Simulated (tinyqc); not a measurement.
## Gain factor and gap resistance from two string resistances

Question. At small bit-line voltage each of the 96 cells has the resistance 1/(K x) at overdrive x (no mobility reduction) in series with a gap resistance Rg. Find K, Rg and the share of the gaps at the higher overdrive.

resistance of a string of 96 equal cells at overdrives of 4 and 7.8 V (kohm): 5734.9953  3015.8540

Answer. The resistance per cell is a straight line in 1/x with slope 1/K and intercept Rg.

K = 4.300 uA/V^2
Rg = 1.600 kohm
share of the gaps = 5.093 %

Numbers from tinyqc (`OMP_NUM_THREADS=1 python tinyqc.py 2142069 2142070 out.jsonl`; about 0.7 s on one thread of a shared Intel Xeon 2.30GHz).
